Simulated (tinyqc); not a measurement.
# MOSFET in saturation, small-signal circuit and noise: effect of the temperature on speed and noise

Bias by the inversion coefficient IC = I/Ispec (charge-based model with velocity saturation; weak inversion below 0.1, strong above 10). Common-source circuit: gm, gds, Cgs, Cgd and Cj at the inner nodes, Rg in series with the gate; quasi-static, no source or drain resistance, no gate-body capacitance, no substrate network, no induced gate noise, so fmax is an upper estimate.

Ispec = 2 n mu Cox (W/L) Vt^2, lc = Ls/L, gms = [sqrt((lc IC + 1)^2 + 4 IC) - 1]/[2 + lc (lc IC + 1)], gm = gms Ispec/(n Vt), gds = sg gm. qs = [sqrt(1 + 4 IC) - 1]/2, Cgs = Cox W L qs (2 qs + 3)/(3 (qs + 1)^2) + Cov W, Cgd = Cov W, Cd = Cj W, Rg = Rsh (Wf/L)/(12 Nf) + Rc/W with Nf = W/Wf fingers (not rounded) contacted at both ends. fT = gm/(2 pi (Cgs + Cgd)), fmax = fT/(2 sqrt(Rg (gds + 2 pi fT Cgd))). Channel noise Sid = 4 kB T gam n gm with gam = (1/2 + (2/3) qs)/(1 + qs) + gw lc IC, qs = [sqrt(1 + 4 IC) - 1]/2, lc = Ls/L (the last term an empirical rise with velocity saturation); at the gate, white noise Sw = Sid/gm^2 + 4 kB T Rg. Number fluctuation with correlated mobility: S(f) = K/f, K = q^2 Vt lt Nt/(W L Cox^2) (1 + ac mu Cox I/gm)^2, Vt in eV with Nt per eV. Corner fc = K/Sw. IC is held fixed, and so are mu, n, Ls and Nt.

Parameters, values chosen for the exercise: gate length L = 130 nm; total gate width W = 20 um; gate capacitance Cox = 1.81 uF/cm^2; mobility mu = 120 cm^2/(V s); slope factor n = 1.23; velocity-saturation length Ls = 15 nm; ratio gds/gm sg = 0.018; overlap and fringe capacitance per side Cov = 0.42 fF/um; drain junction capacitance Cj = 0.65 fF/um; sheet resistance of the gate Rsh = 5 ohm; finger width Wf = 0.5 um; gate contact and vertical resistance Rc = 100 ohm um; inversion coefficient IC = 0.46; short-channel excess of the noise factor gw = 0.04; oxide trap density Nt = 2e18 cm^-3 eV^-1; tunnelling length into the oxide lt = 0.1 nm; Coulomb scattering coefficient ac = 3000 V s/C.

Constants: q = 1.602176634e-19 C, kB = 1.380649e-23 J/K, Vt = kB T/q. Results are converted to the units shown.

The same in every row: Rg (ohm) = 5.040.

Results:

| T (K) | I (uA) | fT (GHz) | fmax (GHz) | sqrt(Sw) (nV/Hz^0.5) | fc (MHz) |
|---|---|---|---|---|---|
| 100 | 2.808 | 1.115 | 31.45 | 4.362 | 2.781 |
| 150 | 6.318 | 1.673 | 38.52 | 4.364 | 4.207 |
| 200 | 11.23 | 2.230 | 44.48 | 4.365 | 5.658 |
| 300 | 25.27 | 3.346 | 54.48 | 4.369 | 8.631 |
| 350 | 34.40 | 3.903 | 58.84 | 4.370 | 10.15 |
| 400 | 44.93 | 4.461 | 62.90 | 4.372 | 11.70 |

Estimate the missing row, T = 250 K.

Computed row:

| T (K) | I (uA) | fT (GHz) | fmax (GHz) | sqrt(Sw) (nV/Hz^0.5) | fc (MHz) |
|---|---|---|---|---|---|
| 250 | 17.55 | 2.788 | 49.73 | 4.367 | 7.132 |

With this row back in the table: As T goes from 100 to 400 K, fT rises from 1.12 to 4.46 GHz, fmax rises from 31.5 to 62.9 GHz, the white noise stays near 4.37 nV/Hz^0.5 and the corner rises from 2.78 to 11.7 MHz. At fixed IC and mobility the current goes as T^2 and gm as T, which is why fT rises; a real mobility would fall with T. In every row fmax exceeds 4 fT, where channel resistance and substrate losses, left out here, would cap it. For T = 100 to 150 K band tails and dopant freeze-out, left out here, change n and the noise.

Computed by the program tinyqc: `OMP_NUM_THREADS=1 python tinyqc.py 2150071 2150072 out.jsonl`, one thread of a shared Intel Xeon 2.30GHz, about 0.01 s for the whole run.
